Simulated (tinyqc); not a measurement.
Grain growth, pinning, strength and diffusional creep of a polycrystal or thin film: one step, computed by the program tinyqc. Command: `OMP_NUM_THREADS=1 python tinyqc.py 3030493 3030494 out.jsonl grain walk`. One thread of a shared host (Intel(R) Xeon(R) Processor @ 2.30GHz), about 0.01 s of CPU time with the checks.

One mean grain size d describes the structure.

Task: Mobility and the sizes at which growth stops. M = M0 exp(-Q_m/(k_B T)). The driving pressure is 2 gamma/d. Zener pinning pressure 3 f gamma/(2 r) stops growth at d_Z = 4 r/(3 f). Grooves where boundaries meet the surface have the angle theta = arcsin(gamma/(2 gamma_s)) and are taken to stop growth at d_h = h/(2 theta), a few film thicknesses; the limit is 1/d_lim = 1/d_Z + 1/d_h.

Inputs (values chosen for the exercise, modelled on copper):
```
quantity                                    value       unit
boundary energy gamma                        0.67      J/m^2
mobility prefactor M0                     0.00026  m^4/(J s)
activation energy of boundary motion Q_m      1.1         eV
anneal temperature T                          529          K
particle volume fraction f                0.00029          -
particle radius r                              12         nm
film thickness h                              230         nm
surface energy gamma_s                        2.1      J/m^2
```

Sample: thin film on a substrate.

Constants: k_B = 8.617333262e-05 eV/K.

Give: mobility M; Zener size d_Z; groove angle theta; groove limit d_h; limit d_lim.

Result:

mobility M = 8.616e-15 m^4/(J s)

Zener size d_Z = 55172 nm

groove angle theta = 0.1602 rad

groove limit d_h = 717.8 nm

limit d_lim = 708.6 nm

The grooves set the tighter limit.
